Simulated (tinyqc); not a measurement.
Traps spread exponentially in energy.

For traps of total density Nt spread as exp(-E/kB Tc) below the band edge, with l = Tc/T: J = q mu Nc [eps0 eps_r l/(q Nt (l + 1))]^l [(2 l + 1)/(l + 1)]^(l + 1) V^(l + 1)/L^(2 l + 1). It needs trapped charge far above free charge, so only rows below a fifth of the trap-free current (9/8) eps0 eps_r mu V^2/L^3 are listed.

Values chosen for this exercise: relative permittivity eps_r = 5.8; mobility mu = 6.1 cm^2/(V s); thickness L = 3400 nm; band density of states Nc = 6.5e19 cm^-3; trap density Nt = 7.9e15 cm^-3; voltage V = 5.3 V.

Constants: q = 1.602176634e-19 C, eps0 = 8.8541878128e-14 F/cm where lengths are in cm. Results are converted to the units shown.

Traps spread exponentially in energy:
```
l    exponent of V  exponent of 1/L  J (A/cm^2)
4.8         5.8000           10.600    0.065166
5.7         6.7000           12.400   0.0033367
6.5         7.5000           14.000   2.3818e-4
7.3         8.3000           15.600   1.7025e-5
8.2         9.2000           17.400   8.7607e-7
9           10.000           19.000   6.2731e-8
```

J falls from 0.0652 to 6.27e-8 A/cm^2 at V = 5.3 V, well below q Nt L^2/(2 eps0 eps_r) = 142 V, near which the curves for different l come together. A slope above 2 on a log-log plot gives l, and its change with temperature tests the model.

tinyqc, about 0.01 s, one thread, Intel Xeon 2.30GHz (shared host): `OMP_NUM_THREADS=1 python tinyqc.py 2370146 2370147 out.jsonl`
